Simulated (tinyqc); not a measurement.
Koster-Slater impurity in a tight-binding band, by Green functions and by supercells: one step, computed by the program tinyqc. Command: `OMP_NUM_THREADS=1 python tinyqc.py 3020460 3020461 out.jsonl kosterslater walk`. One thread of a shared host (Intel(R) Xeon(R) Processor @ 2.30GHz), about 0.04 s of CPU time with the checks.

One orbital per site, e(k) = -2 t sum cos(k_i) over 2 direction(s), band from -4 t to 4 t, lattice constant 1. One site has the extra energy U. Spin is left out.

Task: Scattering. T = U/(1 - U G0); phase shift delta = -arg(1 - U G0) in (-pi, pi]; host density of states -Im G0/pi; on the impurity -Im[G0/(1 - U G0)]/pi; lifetime of a band state hbar/(-2 c Im T).

Inputs (values chosen for the exercise, for a model band): impurity potential U = -2.02 eV; impurity concentration c = 0.01 per site.

Lattice: square.

G0(E + i eta) = 0.2690276-0.5194845i 1/eV

Constants: hbar = 6.582119569e-16 eV s.

Give: T matrix; phase shift delta; host density of states; density of states on the impurity; scattering lifetime.

Result:

T matrix = -0.8950-0.6085i eV

phase shift delta = 0.5971 rad

host density of states = 0.1654 1/eV

density of states on the impurity = 0.04747 1/eV

scattering lifetime = 54.08 fs

The Born approximation would take Im T = U^2 Im G0 = -2.12 eV, 3.48 times the full value.
